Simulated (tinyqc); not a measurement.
Permeation of metal atoms or ions through a thin barrier or dielectric: time lag, field-aided drift and lifetime: one step, computed by the program tinyqc.

The film 0 < x < d is empty at first; C = C0 at x = 0 and C = 0 at x = d. dC/dt = D d2C/dx2.

Task: Dose at time s. Steady flux J = (D C0/d) P/(1 - exp(-P)); time lag in units of d^2/D: s_L = [P (1 + exp(-P))/(1 - exp(-P)) - 2]/P^2 (P = 0: J = D C0/d, s_L = 1/6). Dose through the film Q(s) = C0 d {f (s - s_L) - 2 exp(P/2) sum_(n=1..200) (-1)^n n^2 pi^2 exp(-l_n s)/l_n^2}, l_n = n^2 pi^2 + P^2/4, f = P/(1 - exp(-P)) the relative flux.

Inputs (values chosen for the exercise, for a model case: neutral metal atoms through a barrier):

| quantity | value | unit |
|---|---|---|
| thickness d | 5.1 | nm |
| prefactor D0 | 250 | cm^2/s |
| concentration at the source side C0 | 6.1e+18 | 1/cm^3 |
| test temperature T | 100 | C |
| time in units of d^2/D, s | 0.13 | - |

Peclet number P = 0

time scale d^2/D = 1779.721 s

Give: Q/(C0 d); dose Q; time.

Result:

Q/(C0 d) = 0.01921

dose Q = 5.975e+10 1/cm^2

time = 231.4 s

Caution: a prefactor D0 above about 10 cm^2/s is far larger than atomic jumps allow; it only sets the time scale of the exercise.
